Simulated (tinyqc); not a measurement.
## Thin-film resistivity, exact integral against the thick limit

Fuchs-Sondheimer for a film of thickness d, k = d/lam: rho0/rho = 1 - (3 (1 - ps)/(2 k)) int_1^infinity (t^-3 - t^-5)(1 - exp(-k t))/(1 - ps exp(-k t)) dt; thick limit rho/rho0 = 1 + 3 (1 - ps)/(8 k).

Parameters, values chosen for the exercise; metal values close to those of cobalt: bulk resistivity rho0 = 6.1 uohm cm; bulk mean free path lam = 11.8 nm; specular share of surface scattering ps = 0.

Thin-film resistivity, exact integral against the thick limit:
```
d (nm)	k	rho/rho0, exact	thick limit	error of the limit (%)	rho (uohm cm)
0.59	0.05000	7.728	8.500	9.99	47.14
1.1	0.09322	5.011	5.023	0.242	30.56
2.2	0.1864	3.227	3.011	-6.69	19.69
4.3	0.3644	2.229	2.029	-8.98	13.60
8.3	0.7034	1.659	1.533	-7.58	10.12
16	1.356	1.336	1.277	-4.46	8.150
31	2.627	1.164	1.143	-1.80	7.098
61	5.169	1.078	1.073	-0.522	6.577
120	10.17	1.038	1.037	-0.136	6.334
```

What does the table show?

rho/rho0 falls from 7.73 to 1.04. The error of the thick limit goes from 10 through a minimum of -9.0 (at d = 4.3 nm among the rows listed) to -0.14 %; it stays within 5 % for k of 1.356 and above among the rows listed. The change of sign at small k is a crossing of two different laws, not agreement.

Computed by the program tinyqc: `OMP_NUM_THREADS=1 python tinyqc.py 2100052 2100053 out.jsonl`, one thread of a shared Intel Xeon 2.30GHz, about 0.01 s for the whole run.
